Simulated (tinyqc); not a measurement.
# Van der Pauw, Hall and four-point-probe measurements on a doped layer: correction factor against the shape of the sample

A uniform p-type layer with sheet resistance Rs = 1/(q ns mu), point contacts, low field (mu B small).

Rs = 1/(q ns mu). For a rectangle with contacts at the corners, RA = (8 Rs/pi) sum_(k>=0) ln coth((2k + 1) pi a/(2 b)) with current along a short side b and voltage along the opposite one, RB the same with a and b exchanged. ar = a/b. F = Rs/[(pi/ln 2)(RA + RB)/2]; small-asymmetry estimate 1 - (ln 2/2) d^2 - ((ln 2)^2/4 - (ln 2)^3/12) d^4 with d = (RB - RA)/(RB + RA).

Parameters, values chosen for the exercise: sheet density of the layer ns = 9.2e13 cm^-2; drift mobility mu = 51 cm^2/(V s).

Constants: q = 1.602176634e-19 C. Results are converted to the units shown.

Correction factor against the shape of the sample:

| ar | RA (ohm) | RB (ohm) | RB/RA | F | estimate of F |
|---|---|---|---|---|---|
| 1 | 293.5 | 293.5 | 1.000 | 1.000 | 1.000 |
| 1.23 | 142.2 | 531.1 | 3.734 | 0.8718 | 0.8741 |
| 1.46 | 69.02 | 802.1 | 11.62 | 0.6738 | 0.7082 |
| 1.69 | 33.51 | 1091 | 32.55 | 0.5221 | 0.6213 |
| 1.91 | 16.79 | 1375 | 81.92 | 0.4217 | 0.5862 |
| 2.14 | 8.150 | 1677 | 205.8 | 0.3484 | 0.5713 |
| 2.37 | 3.957 | 1981 | 500.6 | 0.2958 | 0.5653 |
| 2.6 | 1.921 | 2286 | 1190 | 0.2566 | 0.5628 |

RB/RA rises from 1.00 to 1190 and F falls from 1.00 to 0.257. The estimate is 5.1 % above F at a/b = 1.46 and 2.19 times it in the last row. RA shrinks about as exp(-pi a/b): by a factor of 2.06 between the last two rows, against 2.06.

Program tinyqc, `OMP_NUM_THREADS=1 python tinyqc.py 2850198 2850199 out.jsonl`; Intel Xeon 2.30GHz, shared host, one thread, about 0.04 s.
